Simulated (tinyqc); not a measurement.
Mass and g factor above the band edge: five-level k.p model folded onto the conduction band.

Second-order sums for the lowest conduction level at E: 1/m = 1 + Cm + (Ep/3)(2/E + 1/(E + Dso)) - (Ep2/3)(2/(E7 + D2 - E) + 1/(E7 - E)); g/2 = 1 + Cg - (Ep/3)(1/E - 1/(E + Dso)) - (Ep2/3)(1/(E7 - E) - 1/(E7 + D2 - E)). E is counted from the top of the valence band; E = Eg at the edge.

Inputs chosen for the exercise (near those of GaSb; shifted at random, so the results belong to these values and not to a real crystal): Eg = 0.799 eV (gap at Gamma to the s-like level); Dso = 0.731 eV (spin-orbit splitting); Ep = 27.2 eV (Kane energy); E7 = 3.16 eV (upper Gamma7 conduction level, from the valence top); D2 = 0.33 eV (its spin-orbit splitting, Gamma8 above Gamma7); Ep2 = 5.1 eV (Kane energy to the upper levels); Cm = -0.8 (remote term in 1/m); Cg = -0.02 (remote term in g/2).

The sums are evaluated at E = Eg + dE, as is done for confined or hot electrons.

Results:
```
dE (meV)    m(E)    g(E)  m(E)/m(Eg)  1 + dE/Eg
0         0.0373  -9.060      1.0000     1.0000
19        0.0381  -8.681      1.0234     1.0238
48        0.0395  -8.141      1.0594     1.0601
96        0.0417  -7.339      1.1193     1.1202
144       0.0440  -6.636      1.1800     1.1802
192       0.0463  -6.015      1.2414     1.2403
288       0.0509  -4.973      1.3669     1.3605
```

What can be read from this table?

Over 288 meV the mass grows by 36.7 %, against 36.0 % for two levels alone, and g moves from -9.060 to -4.973, towards the free value 2.

Computed by tinyqc, a small Python program: `OMP_NUM_THREADS=1 python tinyqc.py 1050410 1050411 out.jsonl` (the numbers bound the seed that draws the inputs); one thread of a shared host (Intel(R) Xeon(R) Processor @ 2.30GHz), about 0.01 s for the whole set of steps.
